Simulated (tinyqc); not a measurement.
RKS/PBE in the sto-3g basis, for H4, spin multiplicity 1, step by step. Computed by tinyqc, a small Python program that keeps every step (integrals from PySCF). Settings: charge = 0, multiplicity = 1, basis = sto-3g, energy threshold = 1e-08, iteration cap = 72, orthogonalisation = symmetric, start = Wolfsberg-Helmholz matrix, DIIS depth = 0, method = RKS, functional = pbe,pbe, grid = [20, 50]. Command: `OMP_NUM_THREADS=1 python tinyqc.py 24508 24509 out.jsonl` (the two numbers bound the seeds that draw the settings). One thread of a shared host (Intel(R) Xeon(R) Processor @ 2.60GHz), about 0.2 s of CPU time with the checks. Later iterations appear only in the table of the cycle.

## One-electron integrals

Geometry (angstrom):
```
atom         x         y         z
H     0.000000  0.000000  0.000000
H     0.000000  0.000000  0.877000
H     0.000000  1.197000  0.000000
H     0.000000  1.197000  0.877000
```

Basis sto-3g: exponents (1/bohr^2) and contraction coefficients of normalised primitives:
```
element  l (shell)  exponent  coefficient
H            s (1)  3.425251     0.154329
H            s (1)  0.623914     0.535328
H            s (1)  0.168855     0.444635
```

Overlap, kinetic and nuclear-attraction integrals over the contracted functions; the nuclear repulsion is the sum of Za Zb / Rab.

nuclear repulsion = 2.80419031 hartree

overlap S, lower triangle:
```
          1H 1s     2H 1s     3H 1s     4H 1s
1H 1s  1.000000
2H 1s  0.571601  1.000000
3H 1s  0.388543  0.262762  1.000000
4H 1s  0.262762  0.388543  0.571601  1.000000
```

kinetic energy T (hartree), lower triangle:
```
          1H 1s     2H 1s     3H 1s     4H 1s
1H 1s  0.760032
2H 1s  0.163425  0.760032
3H 1s  0.053502  0.011048  0.760032
4H 1s  0.011048  0.053502  0.163425  0.760032
```

nuclear attraction V (hartree), lower triangle:
```
           1H 1s      2H 1s      3H 1s      4H 1s
1H 1s  -2.590879
2H 1s  -1.433800  -2.590879
3H 1s  -0.938206  -0.648639  -2.590879
4H 1s  -0.648639  -0.938206  -1.433800  -2.590879
```

core Hamiltonian H = T + V (hartree), lower triangle:
```
           1H 1s      2H 1s      3H 1s      4H 1s
1H 1s  -1.830847
2H 1s  -1.270375  -1.830847
3H 1s  -0.884704  -0.637591  -1.830847
4H 1s  -0.637591  -0.884704  -1.270375  -1.830847
```

## Two-electron integrals

Functions are numbered as in S; the eight-fold symmetry (ij|kl) = (ji|kl) = (kl|ij) leaves the list below.

Two-electron integrals (ij|kl) in chemists' order, unique and non-zero (hartree):
```
(11|11) 0.774606   (21|11) 0.369744   (21|21) 0.215834   (22|11) 0.519869
(22|21) 0.369744   (22|22) 0.774606   (31|11) 0.227853   (31|21) 0.115690
(31|22) 0.172465   (31|31) 0.092028   (32|11) 0.135483   (32|21) 0.080936
(32|22) 0.141539   (32|31) 0.056048   (32|32) 0.039329   (33|11) 0.418702
(33|21) 0.224038   (33|22) 0.349168   (33|31) 0.227853   (33|32) 0.141539
(33|33) 0.774606   (41|11) 0.141539   (41|21) 0.080936   (41|22) 0.135483
(41|31) 0.056048   (41|32) 0.038918   (41|33) 0.135483   (41|41) 0.039329
(42|11) 0.172465   (42|21) 0.115690   (42|22) 0.227853   (42|31) 0.070244
(42|32) 0.056048   (42|33) 0.172465   (42|41) 0.056048   (42|42) 0.092028
(43|11) 0.224038   (43|21) 0.131471   (43|22) 0.224038   (43|31) 0.115690
(43|32) 0.080936   (43|33) 0.369744   (43|41) 0.080936   (43|42) 0.115690
(43|43) 0.215834   (44|11) 0.349168   (44|21) 0.224038   (44|22) 0.418702
(44|31) 0.172465   (44|32) 0.135483   (44|33) 0.519869   (44|41) 0.141539
(44|42) 0.227853   (44|43) 0.369744   (44|44) 0.774606
```

## Orthogonalisation

S = U s U^T; symmetric (Loewdin) form X = U s^(-1/2) U^T, so that X^T S X = 1.

eigenvalues of S: 0.302618  0.554179  0.920296  2.222907

X, lower triangle:
```
           1H 1s      2H 1s      3H 1s     4H 1s
1H 1s   1.218564
2H 1s  -0.362003   1.218564
3H 1s  -0.211552   0.025708   1.218564
4H 1s   0.025708  -0.211552  -0.362003  1.218564
```

## Starting guess

The start is the generalised Wolfsberg-Helmholz matrix (K = 1.75) built on H; D = 2 C_occ C_occ^T.

D at the start, lower triangle:
```
           1H 1s      2H 1s     3H 1s     4H 1s
1H 1s   0.768234
2H 1s   0.768234   0.768234
3H 1s  -0.318373  -0.318373  0.768234
4H 1s  -0.318373  -0.318373  0.768234  0.768234
```

## Iteration 1: exchange-correlation on the grid

Becke grid with 20 radial and 50 angular points per atom, points of zero weight dropped. rho = sum D_ij phi_i phi_j; V_xc,ij = sum w v_xc phi_i phi_j plus the gradient terms; v_xc is d(rho eps)/d rho at fixed gradient.

The 12 grid points with the largest w rho, of 3964 (bohr, atomic units):
```
x                  y         z         w       rho  |grad rho|^2     eps_xc       v_xc
0.000000   -0.656872  0.656872  0.050169  0.126752      0.037387  -0.429367  -0.547468
0.000000    2.918874  1.000418  0.050169  0.126752      0.037387  -0.429367  -0.547468
0.000000    2.918874  0.656872  0.050169  0.126752      0.037387  -0.429367  -0.547468
0.000000   -0.656872  1.000418  0.050169  0.126752      0.037387  -0.429367  -0.547468
-0.656872   0.000000  0.656872  0.050433  0.120774      0.036932  -0.423683  -0.537704
0.656872    0.000000  0.656872  0.050433  0.120774      0.036932  -0.423683  -0.537704
0.656872    2.262002  1.000418  0.050433  0.120774      0.036932  -0.423683  -0.537704
-0.656872   2.262002  1.000418  0.050433  0.120774      0.036932  -0.423683  -0.537704
0.656872    2.262002  0.656872  0.050433  0.120774      0.036932  -0.423683  -0.537704
-0.656872   2.262002  0.656872  0.050433  0.120774      0.036932  -0.423683  -0.537704
-0.656872   0.000000  1.000418  0.050433  0.120774      0.036932  -0.423683  -0.537704
0.656872    0.000000  1.000418  0.050433  0.120774      0.036932  -0.423683  -0.537704
```

electrons on the grid, sum of w rho = 4.000190

E_xc = sum of w rho eps_xc = -1.46460381 hartree

V_xc (hartree), lower triangle:
```
           1H 1s      2H 1s      3H 1s      4H 1s
1H 1s  -0.464811
2H 1s  -0.260818  -0.464811
3H 1s  -0.160123  -0.112130  -0.464811
4H 1s  -0.112130  -0.160123  -0.260818  -0.464811
```

## Iteration 1: building the Kohn-Sham matrix

J_ij = sum D_kl (ij|kl); F = H + J + V_xc; E = tr D H + tr D J / 2 + E_xc + E_nn.

Coulomb J (hartree), lower triangle:
```
          1H 1s     2H 1s     3H 1s     4H 1s
1H 1s  2.065398
2H 1s  1.195548  2.065398
3H 1s  0.795883  0.553146  2.065398
4H 1s  0.553146  0.795883  1.195548  2.065398
```

Kohn-Sham matrix F (hartree), lower triangle:
```
           1H 1s      2H 1s      3H 1s      4H 1s
1H 1s  -0.230260
2H 1s  -0.335645  -0.230260
3H 1s  -0.248945  -0.196575  -0.230260
4H 1s  -0.196575  -0.248945  -0.335645  -0.230260
```

total energy of this density = -2.10029125 hartree

## Iteration 1: diagonalisation and new density

Diagonalise F' = X^T F X, C = X C', fill 2 alpha and 2 beta electrons from the bottom; D = 2 C_occ C_occ^T. Each column has its largest component positive (the first on a tie).

F' = X^T F X (hartree), lower triangle:
```
           1          2          3         4
1   0.007787
2  -0.300693   0.007787
3  -0.187457   0.025362   0.007787
4   0.025362  -0.187457  -0.300693  0.007787
```

orbital energies (hartree): MO1 -0.455001, MO2 -0.130811, MO3 0.095662, MO4 0.521299

coefficients C:
```
            MO1        MO2        MO3        MO4
1H 1s  0.335359   0.521202   0.671653   0.908913
2H 1s  0.335359   0.521202  -0.671653  -0.908913
3H 1s  0.335359  -0.521202   0.671653  -0.908913
4H 1s  0.335359  -0.521202  -0.671653   0.908913
```

D after iteration 1, lower triangle:
```
           1H 1s      2H 1s     3H 1s     4H 1s
1H 1s   0.768234
2H 1s   0.768234   0.768234
3H 1s  -0.318373  -0.318373  0.768234
4H 1s  -0.318373  -0.318373  0.768234  0.768234
```

## Iteration 2: exchange-correlation on the grid

As before.

The 12 grid points with the largest w rho, of 3964 (bohr, atomic units):
```
x                  y         z         w       rho  |grad rho|^2     eps_xc       v_xc
0.000000   -0.656872  1.000418  0.050169  0.126752      0.037387  -0.429367  -0.547468
0.000000   -0.656872  0.656872  0.050169  0.126752      0.037387  -0.429367  -0.547468
0.000000    2.918874  0.656872  0.050169  0.126752      0.037387  -0.429367  -0.547468
0.000000    2.918874  1.000418  0.050169  0.126752      0.037387  -0.429367  -0.547468
-0.656872   0.000000  1.000418  0.050433  0.120774      0.036932  -0.423683  -0.537704
0.656872    0.000000  1.000418  0.050433  0.120774      0.036932  -0.423683  -0.537704
0.656872    2.262002  0.656872  0.050433  0.120774      0.036932  -0.423683  -0.537704
-0.656872   2.262002  0.656872  0.050433  0.120774      0.036932  -0.423683  -0.537704
-0.656872   0.000000  0.656872  0.050433  0.120774      0.036932  -0.423683  -0.537704
0.656872    0.000000  0.656872  0.050433  0.120774      0.036932  -0.423683  -0.537704
-0.656872   2.262002  1.000418  0.050433  0.120774      0.036932  -0.423683  -0.537704
0.656872    2.262002  1.000418  0.050433  0.120774      0.036932  -0.423683  -0.537704
```

electrons on the grid, sum of w rho = 4.000190

E_xc = sum of w rho eps_xc = -1.46460381 hartree

V_xc (hartree), lower triangle:
```
           1H 1s      2H 1s      3H 1s      4H 1s
1H 1s  -0.464811
2H 1s  -0.260818  -0.464811
3H 1s  -0.160123  -0.112130  -0.464811
4H 1s  -0.112130  -0.160123  -0.260818  -0.464811
```

## Iteration 2: building the Kohn-Sham matrix

As before.

Coulomb J (hartree), lower triangle:
```
          1H 1s     2H 1s     3H 1s     4H 1s
1H 1s  2.065398
2H 1s  1.195548  2.065398
3H 1s  0.795883  0.553146  2.065398
4H 1s  0.553146  0.795883  1.195548  2.065398
```

Kohn-Sham matrix F (hartree), lower triangle:
```
           1H 1s      2H 1s      3H 1s      4H 1s
1H 1s  -0.230260
2H 1s  -0.335645  -0.230260
3H 1s  -0.248945  -0.196575  -0.230260
4H 1s  -0.196575  -0.248945  -0.335645  -0.230260
```

total energy of this density = -2.10029125 hartree

## Iteration 2 (converged): orbitals

As before.

F' = X^T F X (hartree), lower triangle:
```
           1          2          3         4
1   0.007787
2  -0.300693   0.007787
3  -0.187457   0.025362   0.007787
4   0.025362  -0.187457  -0.300693  0.007787
```

orbital energies (hartree): MO1 -0.455001, MO2 -0.130811, MO3 0.095662, MO4 0.521299

coefficients C:
```
            MO1        MO2        MO3        MO4
1H 1s  0.335359   0.521202   0.671653   0.908913
2H 1s  0.335359   0.521202  -0.671653  -0.908913
3H 1s  0.335359  -0.521202   0.671653  -0.908913
4H 1s  0.335359  -0.521202  -0.671653   0.908913
```

D after iteration 2, lower triangle:
```
           1H 1s      2H 1s     3H 1s     4H 1s
1H 1s   0.768234
2H 1s   0.768234   0.768234
3H 1s  -0.318373  -0.318373  0.768234
4H 1s  -0.318373  -0.318373  0.768234  0.768234
```

## Convergence

Stop when the energy changes by less than 1e-08 hartree and every element of the error matrix X^T (F D S - S D F) X is below 3e-05.

Course of the cycle:
```
iteration  E (hartree)     change  largest element of the error matrix
1          -2.10029125          -                             3.80e-15
2          -2.10029125  -1.33e-15                             2.63e-15
```

PySCF RKS in the same basis, fine grid = -2.10034935 hartree

Converged in 2 iterations. The coarse grid moves the energy by +5.81e-05 hartree.

## Populations, bond orders and dipole

Mulliken: Z minus the diagonal of D S on the atom; Loewdin: the same with S^(1/2) D S^(1/2); Mayer order: 2 sum_s sum (D(s) S)_ij (D(s) S)_ji over the two atoms.

Charges (e):
```
atom  Mulliken  Loewdin
1H           0        0
2H           0        0
3H           0        0
4H           0        0
```

Mayer bond orders:
```
pair     order
2-1   1.000000
3-1          0
3-2          0
4-1          0
4-2          0
4-3   1.000000
```

dipole moment about the origin, x y z (debye): 0.000000  0.000000  0.000000
